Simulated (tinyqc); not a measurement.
# Interface traps from C-V curves, high-low and Terman methods: what changes with what

MOS capacitor on an n-type substrate; psi is the band bending, negative in depletion; only majority carriers are counted. At the bending psi the Fermi level lies y = xi - psi below the conduction edge at the surface, xi = Vt ln(Nc/Nd). Dit(y) = D0 + D1 exp(-y/E1); traps fill up to the Fermi level, follow the bias and a slow signal, and do not follow a fast one. V is the gate voltage from flat band.

Values chosen for this exercise; band and dielectric values close to those of gallium nitride:
- T = 300 K (temperature)
- eps_r = 9.51 (relative permittivity)
- Nc = 2.33e18 cm^-3 (conduction-band density of states at T)
- Nd = 4.1e16 cm^-3 (donor density)
- EOT = 2.9 nm (equivalent oxide thickness)
- D0 = 5.4e10 cm^-2 eV^-1 (trap density far from the band edge)
- D1 = 6.2e11 cm^-2 eV^-1 (band-tail density at the conduction edge)
- E1 = 0.09 eV (decay energy of the tail)

Constants: q = 1.602176634e-19 C, kB = 1.380649e-23 J/K, Vt = kB T/q, eps0 = 8.8541878128e-14 F/cm where lengths are in cm. Results are converted to the units shown.

Each table varies one quantity; the others keep the values above.

## An error in the doping read as traps

Cox = 3.9 eps0/EOT, LD = sqrt(eps0 eps_r Vt/(q Nd)), u = psi/Vt, Cd = (eps0 eps_r/(sqrt(2) LD)) |exp(u) - 1|/sqrt(exp(u) - u - 1). Ideal V0 = psi - sqrt(2) (eps0 eps_r Vt/LD) sqrt(exp(u) - u - 1)/Cox for psi < 0; the traps add dV = (q/Cox) times the integral of Dit from 0 to psi = (q/Cox) [D0 psi + D1 E1 exp(-xi/E1) (exp(psi/E1) - 1)]. 1/C_HF = 1/Cox + 1/Cd, 1/C_LF = 1/Cox + 1/(Cd + q Dit). The sample has Nd; the ideal curve is drawn with Nd (1 + e). At the true psi = -0.326 V the measured C_HF is matched to the ideal curve, which gives psi', and Dit = (Cox/q) [dV/dpsi' - 1 - Cd'(psi')/Cox], derivatives exact.

The same in every row: true Dit (cm^-2 eV^-1) = 5.919e10.

An error in the doping read as traps:
```
e	psi' (V)	apparent Dit (cm^-2 eV^-1)
-0.15	-0.2810	1.484e12
-0.1	-0.2960	9.569e11
-0.05	-0.3110	4.846e11
-0.02	-0.3200	2.242e11
0	-0.3260	5.919e10
0.02	-0.3320	-9.933e10
0.05	-0.3410	-3.258e11
0.1	-0.3560	-6.759e11
0.15	-0.3710	-9.956e11
```

The apparent Dit falls from 1.48e12 to -9.96e11 cm^-2 eV^-1, against the true 5.92e10. An error of +5 % in the doping shifts it by -3.85e11 cm^-2 eV^-1, 650 % of the true value, and a negative result appears where the assumed doping is too high.

## Subthreshold swing with traps

Same model as above.

At psi = -0.326 V the swing of a transistor with this gate would be S = Vt ln 10 (1 + (Cd + q Dit)/Cox), Dit as above.

Subthreshold swing with traps:
```
D0 (cm^-2 eV^-1)	Dit (cm^-2 eV^-1)	q Dit/Cox	S (mV/decade)
8.5e9	1.369e10	0.001842	64.43
2.5e10	3.019e10	0.004062	64.57
7.3e10	7.819e10	0.01052	64.95
2.1e11	2.152e11	0.02895	66.05
6.2e11	6.252e11	0.08412	69.33
1.8e12	1.805e12	0.2429	78.78
5.3e12	5.305e12	0.7138	106.8
1.5e13	1.501e13	2.019	184.5
```

Read the table: what changes, and by how much?

S rises from 64.4 to 185 mV/decade; without traps it is 64.3. The traps add 10 mV/decade at Dit = 1.25e12 cm^-2 eV^-1 and equal Cox at 7.43e12.

tinyqc, about 0.01 s, one thread, Intel Xeon 2.30GHz (shared host): `OMP_NUM_THREADS=1 python tinyqc.py 2030105 2030106 out.jsonl`
